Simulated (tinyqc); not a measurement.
From results back to parameters: BHZ model on a square lattice (one spin block). Four cases, with inputs chosen for the exercise.

Problem. Near Gamma E = -D k^2 -/+ sqrt(A^2 k^2 + (M - B k^2)^2), so the curvature of the upper band, E = |M| + c+ k^2, is c+ = -D + A^2/(2|M|) - B sign(M), and of the lower one c- = -D - A^2/(2|M|) + B sign(M). M and A are given; c+ and c- come from hidden B and D.

Case 1.

Values chosen (out of a larger set: of the size used for HgTe wells; not measured data): A = 3.42 eV angstrom; M = -0.0233 eV (mass term).

c+, c- (eV angstrom^2): 238.296  -135.496

Case 2.

Values chosen (out of a larger set: of the size used for InAs / GaSb double wells; not measured data): A = 0.76 eV angstrom; M = 0.0155 eV (mass term).

c+, c- (eV angstrom^2): 129.632  -87.832

Case 3.

Values chosen (out of a larger set: of the size used for HgTe wells; not measured data): A = 3.87 eV angstrom; M = -0.0158 eV (mass term).

c+, c- (eV angstrom^2): 458.153  -365.953

Case 4.

Values chosen (out of a larger set: of the size used for thin Bi2Se3 films; not measured data): A = 2.55 eV angstrom; M = 0.1131 eV (mass term).

c+, c- (eV angstrom^2): 52.847  -42.047

Find: D, B; order of the bands.

Solution. The mean of the curvatures is -D; half their difference is A^2/(2|M|) - B sign(M). The bands are inverted where M/B > 0.

Case 1.

D, B (eV angstrom^2): -51.4  -64.1

order of the bands: inverted

Case 2.

D, B (eV angstrom^2): -20.9  -90.1

order of the bands: normal

Case 3.

D, B (eV angstrom^2): -46.1  -61.9

order of the bands: inverted

Case 4.

D, B (eV angstrom^2): -5.4  -18.7

order of the bands: normal

Computed by tinyqc, one run a case: `OMP_NUM_THREADS=1 python tinyqc.py N N+1 out.jsonl` with N = 1480034, 1480184, 1480224, 1480234; one thread of a shared Intel(R) Xeon(R) Processor @ 2.30GHz, about 0.1 s a run at most.
